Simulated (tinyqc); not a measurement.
# Worked calculation: CMOS inverter, nodal equation and switching

Computed by the program tinyqc: `OMP_NUM_THREADS=1 python tinyqc.py 2340103 2340104 out.jsonl`, one thread of a shared Intel Xeon 2.30GHz, about 0.06 s for the whole run. Printed values are rounded.

An n-channel pull-down (bn, VTn) and a p-channel pull-up (bp, VTp) share the input Vin and the output node Vout, which carries the load C. Transistor (EKV form, voltages against the body): I = 2 n b Vt^2 [F(vp - Vs) - F(vp - Vd)] from drain to source, F(v) = ln^2(1 + exp(v/(2 Vt))), vp = (Vg - VT + sg |Vd - Vs|)/n. n-channel bodies are at 0; for the p-channel device all voltages are counted down from Vdd. b in uA/V^2 gives I in uA. Static: In = Ip. Transient: C dVout/dt = Ip - In. No velocity saturation, no gate capacitance beyond C.

Parameters, values chosen for the exercise:
- T = 300 K (temperature)
- Vdd = 0.7 V (supply voltage)
- n = 1.2 (slope factor)
- sg = 0.098 (drain-induced barrier lowering)
- VTn = 0.44 V (n-channel threshold)
- VTp = 0.37 V (p-channel threshold (magnitude))
- bn = 160 uA/V^2 (gain factor of the pull-down transistor)
- bp = 80 uA/V^2 (gain factor of the pull-up transistor)
- C = 1.6 fF (load capacitance)
- Vin = 0.35 V (input voltage)
- dt = 20 ps (time step)

Constants: q = 1.602176634e-19 C, kB = 1.380649e-23 J/K, Vt = kB T/q. Results are converted to the units shown.

## Iteration 1: output voltage by Newton steps

Vout at the start = 0.35 V

f = In - Ip at (Vin, Vout); G = df/dVout by a central difference with +/- 1e-6 V; Vout(new) = Vout - f/G.

In = 0.0299836 uA
Ip = 0.0852346 uA
G = 0.264378 uS
Vout after iteration 1 = 0.558985 V

## Iteration 2: output voltage by Newton steps

As before.

In = 0.0517551 uA
Ip = 0.0528899 uA
G = 0.270505 uS
Vout after iteration 2 = 0.563180 V

## Course of the iteration: output voltage by Newton steps

Stop when Vout changes by less than 1e-9 V, or after 30 iterations.

Course of the iteration:
```
iteration	Vout (V)	|change| (V)
1	0.558985	0.209
2	0.563180	4.20e-3
3	0.563162	1.86e-5
4	0.563162	3.99e-10
```

Converged in 4 iterations. At the end the number of correct digits about doubles with each step.

## Transfer curve

Vin, point 0 to 10 (V): 0  0.07  0.14  0.21  0.28  0.35  0.42  0.49  0.56  0.63  0.7

For each Vin solve In = Ip; gain = dVout/dVin.

```
point	Vout (V)	supply current (uA)	gain
0	0.700000	1.6176e-6	0.0000
1	0.699999	1.5365e-5	0.0000
2	0.699990	1.4439e-4	-0.0004
3	0.699854	0.0013133	-0.0059
4	0.697256	0.010844	-0.1215
5	0.563162	0.052308	-9.5169
6	0.018925	0.035126	-1.0630
7	0.000680	0.0054543	-0.0297
8	0.000037	6.5687e-4	-0.0015
9	0.000002	7.2195e-5	-0.0001
10	0.000000	7.6827e-6	0.0000
```

The switching point Vin = Vout lies at 0.3692 V, with a gain of -10.2. The current peaks at 0.0523 uA among the points, against 1.6e-6 and 7.7e-6 uA of leakage at the ends.

## Switching point and noise margins

VM solves In = Ip with Vin = Vout. VIL and VIH are the inputs at which the gain is -1; NML = VIL - Vout(VIH), NMH = Vout(VIL) - VIH.

VM = 0.36920 V
gain at VM = -10.204
VIL = 0.32053 V
VIH = 0.42091 V
NML = 0.30254 V
NMH = 0.26031 V

VM lies 19 mV above Vdd/2, and the low margin is the larger one. With both transistors saturated the size of the gain tends to 1/sg = 10.2; here it is within 0.01 % of that.

## Step 1: one time step of the falling output

Vout at t = 0 = 0.7 V

The input steps to Vdd at t = 0; I = In - Ip. Implicit Euler: V(new) = V - (dt/C) I(V(new)), solved for V(new); 1 ps uA/fF = 1 mV.

I(V) = 7.21212 uA
I(V(new)) = 6.85070 uA
Vout after step 1 = 0.614366 V

## Step 2: one time step of the falling output

As before.

I(V) = 6.85070 uA
I(V(new)) = 6.51581 uA
Vout after step 2 = 0.532919 V

## Delays and energy

For a step input the delay to Vdd/2 is tHL = C times the integral of dV/(In - Ip) from Vdd/2 to Vdd at Vin = Vdd, and tLH likewise with Ip - In from 0 to Vdd/2 at Vin = 0. Energy drawn for one full cycle of the output: C Vdd^2. Leakage power: Vdd times the mean of the supply currents at Vin = 0 and Vdd.

tHL = 86.6312 ps
tLH = 115.649 ps
energy = 0.784 fJ
leakage power = 0.00325508 nW

Time steps as above cross Vdd/2 at 88.9 ps by linear interpolation, 2.6 % above tHL. tLH/tHL = 1.33, with bn/bp = 2.00.
